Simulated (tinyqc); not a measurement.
# n-type polysilicon, carrier trapping at grain boundaries: effect of the doping

One-dimensional grains of size Lg, uniform ionised doping N, monovalent traps Qt at each boundary at a depth Et below (for electrons) or above (for holes) the band edge there, abrupt depletion of width W on each side of a boundary, Boltzmann statistics. xi is the distance from the band edge at the grain centre to the Fermi level. Trapped charge Qt/(1 + exp((xi + VB - Et)/Vt)) = 2 N W, barrier VB = q N W^2/(2 eps0 eps_r).

If the trap equation with xi = Vt ln(NB/N) has a root W < Lg/2, the grain is partly depleted; otherwise W = Lg/2 and the trap equation gives xi = Et - VB + Vt ln(Qt/(N Lg) - 1). N* = Qt/Lg. n0 = NB exp(-xi/Vt); mean density n0 (1 - 2 W/Lg) by charge balance in a partly depleted grain, and n0 (sqrt(pi)/2) erf(u)/u with u = sqrt(VB/Vt) in a fully depleted one; v = sqrt(kB T/(2 pi ms m0)); barrier resistivity Vt exp(VB/Vt)/(q fe n0 v Lg); grain resistivity (1 - 2 W/Lg)/(q n0 mug); effective mobility 1/(q mean density total resistivity). Rows with xi above 0.45 V, towards mid-gap, are left out, since the other carrier type is ignored.

Parameters, values chosen for the exercise; values of the order met in polycrystalline silicon:
- T = 300 K (temperature)
- eps_r = 11.7 (relative permittivity)
- NB = 2.8e19 cm^-3 (conduction-band density of states at T)
- Lg = 40 nm (grain size)
- Qt = 5.1e11 cm^-2 (trap density of a grain boundary)
- Et = 0.42 eV (depth of the trap level from the majority band edge at the boundary)
- ms = 0.35 m0 (mass for thermionic emission)
- fe = 1 (correction factor of the emission rate)
- mug = 81 cm^2/(V s) (mobility inside the grains)

Constants: q = 1.602176634e-19 C, kB = 1.380649e-23 J/K, m0 = 9.1093837015e-31 kg, Vt = kB T/q, eps0 = 8.8541878128e-14 F/cm where lengths are in cm. Results are converted to the units shown.

Effect of the doping:

| N (cm^-3) | N/N* | depleted share 2 W/Lg | VB (V) | xi (V) | mean density (cm^-3) | resistivity (ohm cm) | effective mobility (cm^2/(V s)) |
|---|---|---|---|---|---|---|---|
| 2.8e16 | 0.21961 | 1.0000 | 0.0086609 | 0.44412 | 8.7080e11 | 12799 | 559.99 |
| 5.9e16 | 0.46275 | 1.0000 | 0.018250 | 0.40561 | 3.4688e12 | 4181.8 | 430.28 |
| 1.2e17 | 0.94118 | 1.0000 | 0.037118 | 0.31120 | 1.1146e14 | 225.11 | 248.76 |
| 2.6e17 | 2.0392 | 0.49037 | 0.019339 | 0.12097 | 1.3250e17 | 0.22313 | 211.11 |
| 5.5e17 | 4.3137 | 0.23182 | 0.0091424 | 0.10160 | 4.2250e17 | 0.13060 | 113.12 |
| 1.2e18 | 9.4118 | 0.10625 | 0.0041903 | 0.081431 | 1.0725e18 | 0.066084 | 88.063 |
| 2.4e18 | 18.824 | 0.053125 | 0.0020951 | 0.063512 | 2.2725e18 | 0.034409 | 79.820 |
| 5.1e18 | 40.000 | 0.025000 | 9.8595e-4 | 0.044025 | 4.9725e18 | 0.016538 | 75.897 |

As N goes from 2.8e16 to 5.1e18, VB goes from 0.00866 through a maximum of 0.0371 (at N = 1.2e17 among the rows listed) to 9.86e-4 V, the resistivity falls from 12800 to 0.0165 ohm cm and the effective mobility falls from 560 to 75.9 cm^2/(V s). The steepest fall of the resistivity among the rows, as N^(-8.9), lies between N = 1.2e17 and 2.6e17 cm^-3; N* = 1.28e17 cm^-3. While the grain is fully depleted VB grows as N; once the traps are full it falls as 1/N. For N = 2.4e18, 5.1e18 xi is under 2.5 Vt, where Boltzmann statistics begin to fail. For N = 2.8e16, 5.9e16, 2.6e17, 5.5e17, 1.2e18, 2.4e18, 5.1e18 VB is below Vt, where abrupt depletion and thermionic emission are rough. For N = 2.6e17 the grain is near the changeover between partial and full depletion, within a few Debye lengths, where both limits are rough. For N = 2.8e16, 5.9e16, 1.2e17, 2.6e17, 5.5e17, 1.2e18 the effective mobility exceeds mug, since drift through the depleted part of the grain is left out.

Computed by the program tinyqc: `OMP_NUM_THREADS=1 python tinyqc.py 2830039 2830040 out.jsonl`, one thread of a shared Intel Xeon 2.30GHz, about 0.01 s for the whole run.
